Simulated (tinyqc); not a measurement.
From bias field, single layer back to exchange-bias energy J_ex: two coupled magnetic layers: synthetic antiferromagnet, spin flop, exchange bias and magnetoresistance. Computed by tinyqc, a small Python program. Command: `OMP_NUM_THREADS=1 python tinyqc.py 3018279 3018280 out.jsonl saf inv`. One thread of a shared host (Intel(R) Xeon(R) Processor @ 2.30GHz), about 0.2 s of CPU time with the checks.

Moments lie in the plane at the angles p1, p2 from the field. Energy per area: E = J1 cos(p1 - p2) + J2 cos^2(p1 - p2) - B M_s (t1 cos p1 + t2 cos p2) + K (t1 cos^2 p1 + t2 cos^2 p2).

Inputs (values chosen for the exercise, for a model stack): saturation magnetisation M_s = 1150 kA/m; thickness t1 = 3.3 nm.

Method. A layer t1 on an antiferromagnet is shifted by B_ex = J_ex/(M_s t1).

Task: A run gave the result below. Find the exchange-bias energy J_ex, known to lie between 0.026 and 0.063 mJ/m^2.

bias field, single layer = 9.304348 mT

Result:

Each step takes the trial c = (a f_b - b f_a)/(f_b - f_a), f being the result less the target and a, b, c the logarithms of the listed values; c replaces end b, the old b replaces a if the sign of f changed, and otherwise f_a is halved.

Scan of the range:
```
exchange-bias energy J_ex (mJ/m^2)  bias field, single layer (mT)
0.0260                                                     6.8511
0.0301                                                     7.9315
0.0349                                                     9.1963
0.0405                                                    10.6719
0.0469                                                    12.3584
0.0544                                                    14.3347
0.0630                                                    16.6008
```

False position (Illinois rule, in the logarithm of the input) inside the bracket:
```
step      end a      end b      trial  bias field, single layer (mT)
1     0.0349000  0.0405000  0.0352823                        9.29706
2     0.0405000  0.0352823  0.0353081                        9.30386
3     0.0405000  0.0353081  0.0353116                        9.30477
4     0.0353081  0.0353116  0.0353100                        9.30435
5     0.0353116  0.0353100  0.0353100                        9.30435
```

Bias field, single layer rises at every point of a 13-point scan of the range (every second point is shown), so one value fits; it is bracketed by 0.0349 and 0.0405. The scan shows a pure power law with exponent 1.000, so scaling from any one row also gives the answer directly. Answer: exchange-bias energy J_ex = 0.03531 mJ/m^2.
